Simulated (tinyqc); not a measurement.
A particle near a wafer in liquid: double-layer and van der Waals forces (DLVO), deposition barrier and removal: one step, computed by the program tinyqc. Command: `OMP_NUM_THREADS=1 python tinyqc.py 3111653 3111654 out.jsonl dlvo walk`. One thread of a shared host (Intel(R) Xeon(R) Processor @ 2.30GHz), about 0.01 s of CPU time with the checks.

Sphere and flat wall, Derjaguin approximation, constant potentials in the linear-superposition form, no retardation and no hydration force.

Problem. Energy and force at one gap. U(h) = Z R exp(-kappa h) - A R/(6 h); F(h) = -dU/dh = kappa Z R exp(-kappa h) - A R/(6 h^2), positive for repulsion.

Inputs (values chosen for the exercise, of the order of those for silica on copper in water):
```
quantity              value  unit
particle radius R        20    nm
Hamaker constant A  3.4e-20     J
temperature T           323     K
gap h                   1.2    nm
```

Z = 5.852514 pN

kappa = 2.993574 1/nm

Constants: k_B = 1.380649e-23 J/K.

Give: double-layer energy; van der Waals energy; U(h); F(h).

Solution.

double-layer energy = 0.7227 k_B T

van der Waals energy = -21.18 k_B T

U(h) = -20.46 k_B T

F(h) = -69.06 pN
